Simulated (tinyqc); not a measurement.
Which pair of peaks is best: composition and strain of an epitaxial Si(1-x)Ge(x) layer from Raman and X-ray peaks. Computed by tinyqc, a small Python program. Command: `OMP_NUM_THREADS=1 python tinyqc.py 3031772 3031773 out.jsonl epiraman walk`. One thread of a shared host (Intel(R) Xeon(R) Processor @ 2.30GHz), about 0.01 s of CPU time with the checks.

A (001) layer, biaxially strained in the plane. The Raman peaks follow empirical lines omega = w0 + c1 x + c3 x^3 + b eps (c3 for Si-Ge alone), with eps the in-plane strain.

Inputs (values chosen for the exercise, modelled on silicon-germanium): Ge fraction x = 0.33; Si-Si: c1 = -66.5 1/cm; Si-Si: strain coefficient b = -697 1/cm; Si-Ge: c1 = 23.4 1/cm; Si-Ge: c3 = -34.2 1/cm; Si-Ge: strain coefficient b = -571 1/cm; Ge-Ge: c1 = 19.4 1/cm; Ge-Ge: strain coefficient b = -440 1/cm; uncertainty of a Raman peak = 0.1 1/cm.

Substrate: relaxed alloy buffer.

Method. For each pair invert J = [d omega/dx, d omega/d eps] at the true x. Independent errors of the given size in both peaks give sigma_x and sigma_eps = uncertainty x (norm of the rows of the inverse of J).

Error propagation:
```
pair               det J    sigma_x  sigma_eps (per mille)
Si-Si and Si-Ge   46.494  0.0019380                0.14543
Si-Si and Ge-Ge  42.7818  0.0019267                0.16192
Si-Ge and Ge-Ge   5.6976   0.012652                0.40248
```

What follows from these numbers?

The pair Si-Si and Ge-Ge fixes x best (sigma_x = 0.0019) and Si-Ge and Ge-Ge worst (0.013), a factor 6.6. Strain moves all peaks the same way, so a good pair needs different ratios of composition slope to strain coefficient, best of opposite sign; the slopes here are -66.5, 12.2 and 19.4 per cm for Si-Si, Si-Ge and Ge-Ge. Errors in the coefficients themselves are not counted.

Extremes, crossings and ranges named in words are read from the listed rows.
